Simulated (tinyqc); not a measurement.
## p-i-n power rectifier, conductivity modulation at high injection: forward voltage and stored charge against the high-level lifetime

A drift layer from x = -d to d (2 d = W) between ideal p+ and n+ emitters (no recombination in them). High injection, n = p, ambipolar diffusion with one lifetime; both mobilities scale as (T/300 K)^(-bt).

Triangular field at breakdown with Ec = Kc N^(1/8): BV = eps0 eps_r Ec^2/(2 q N), so N = (eps0 eps_r Kc^2/(2 q BV))^(4/3); W = 2 BV/Ec; mu = mud (T/300 K)^(-bt); rho = 1/(q mu N); ideal resistance rho W. Da = 2 mun mup Vt/(mun + mup), La = sqrt(Da tau), B = (mun - mup)/(mun + mup) with mun = mud (T/300 K)^(-bt), mup likewise; n(x) = (tau J/(2 q La)) [cosh(x/La)/sinh(d/La) - B sinh(x/La)/cosh(d/La)]. Ohmic drop: integral of J/(q (mun + mup) n); diffusion (Dember) drop Vt B ln(n(-d)/n(d)); both junctions together Vt ln(n(-d) n(d)/ni^2), ni = sqrt(Nc Nv) exp(-Eg/(2 Vt)), Eg in volts; V_F = the sum; stored charge q times the integral of n. Integrals on a fine grid. Peak reverse current if all stored charge left in a linear ramp without recombination (an upper bound): sqrt(2 a Q). Rows where n falls below the doping are left out.

Values chosen for this exercise; bulk values close to those of 4H silicon carbide:
```
symbol,value,unit,meaning
T,350,K,temperature
eps_r,9.98,,relative permittivity
Kc,23500,V/cm per (cm^-3)^(1/8),critical-field constant
BV,6600,V,rated breakdown voltage of the drift layer
mud,822,cm^2/(V s),drift mobility at 300 K
bt,2.2,,temperature exponent of the drift mobility
mup,105,cm^2/(V s),hole mobility at 300 K
Eg,3.39,eV,band gap
Nc,2.14e19,cm^-3,conduction-band density of states at T
Nv,3.15e19,cm^-3,valence-band density of states at T
J,200,A/cm^2,forward current density
a,1200,A/(cm^2 us),ramp rate of the current at turn-off
```

Constants: q = 1.602176634e-19 C, kB = 1.380649e-23 J/K, Vt = kB T/q, eps0 = 8.8541878128e-14 F/cm where lengths are in cm. Results are converted to the units shown.

The same in every row: J rho W (V) = 10.80.

Results:
columns A: tau (s); B: d/La; C: drift drop, ohmic and diffusion (V); D: junction drops (V); E: V_F (V); F: Q (uC/cm^2); G: sqrt(2 a Q) (A/cm^2); H: lowest n over N
```
A            B         C      D      E      F      G      H
2.3e-7   3.738     1.247  3.052  4.299  46.00  332.3  3.197
4.8e-7   2.588    0.3794  3.076  3.456  96.00  480.0  14.88
2.1e-6   1.237   0.07310  3.145  3.218  420.0   1004  153.3
4.4e-6  0.8547   0.03709  3.186  3.223  880.0   1453  405.5
9.2e-6  0.5911   0.01896  3.227  3.246   1840   2101  974.0
1.9e-5  0.4113  0.009624  3.269  3.278   3800   3020   2166
```

Estimate the missing row, tau = 1e-6 s.

Computed row:
columns A: tau (s); B: d/La; C: drift drop, ohmic and diffusion (V); D: junction drops (V); E: V_F (V); F: Q (uC/cm^2); G: sqrt(2 a Q) (A/cm^2); H: lowest n over N
```
A         B       C      D      E      F      G      H
1e-6  1.793  0.1545  3.107  3.261  200.0  692.8  51.46
```

With this row back in the table: V_F goes from 4.30 through a minimum of 3.22 (at tau = 2.1e-6 among the rows listed) to 3.28 V; the drift drop falls from 1.25 to 0.00962 V and the junction drops rise from 3.05 to 3.27 V. The minimum falls at d/La = 1.2: a short lifetime starves the middle of the layer, a long one raises the edge densities and with them the junction drops. Where n exceeds a few 1e17 cm^-3, emitter and Auger recombination, left out here, lower n and change V_F.

tinyqc, about 0.01 s, one thread, Intel Xeon 2.30GHz (shared host): `OMP_NUM_THREADS=1 python tinyqc.py 2230044 2230045 out.jsonl`
